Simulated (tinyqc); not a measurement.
Millisecond and nanosecond annealing: surface heating, thermal budget and solid-phase regrowth: one step, computed by the program tinyqc.

A square pulse heats the surface of a thick wafer with constant thermal properties; losses by radiation are neglected and silicon melts at 1414 C.

Question. Temperature in depth and time. Absorbed flux q = (1 - R) fluence/t_p; kappa = k/c. With f(z, t) = (2 q/k) sqrt(kappa t) ierfc(z/(2 sqrt(kappa t))), ierfc(x) = exp(-x^2)/sqrt(pi) - x erfc(x): T = T0 + f(z, t) during the pulse and T0 + f(z, t) - f(z, t - t_p) after it.

Inputs (values chosen for the exercise, modelled on hot silicon with boron):
```
quantity                     value        unit
incident fluence              9.17      J/cm^2
pulse length t_p            0.0003           s
reflectance R                 0.46           -
thermal conductivity k        0.23    W/(cm K)
heat capacity per volume c    2.11  J/(cm^3 K)
preheat temperature T0         700           C
```

Source: scanned laser.

thermal length sqrt(kappa t_p) = 57.18516 um

Give: Temperature (C).

Answer.

Temperature (C):
```
t/t_p  surface  z = 0.5 thermal lengths  z = 1  z = 2
0.10       846                    724.3  701.6  700.0
0.25       932                    781.9  720.6  700.4
0.50      1027                    862.3  768.4  707.0
0.75      1101                    928.8  817.4  721.6
1.00      1163                    986.5  863.9  741.2
1.10      1039                    983.5  880.1  750.0
1.50       940                    923.1  880.4  780.5
2.00       892                    883.5  860.8  795.5
4.00       824                    821.9  815.4  793.0
10.00      775                    774.7  773.2  767.6
```

One tenth of a pulse length after the end the surface has lost 124 C: cooling starts as sqrt(t - t_p), much faster than heating ends.
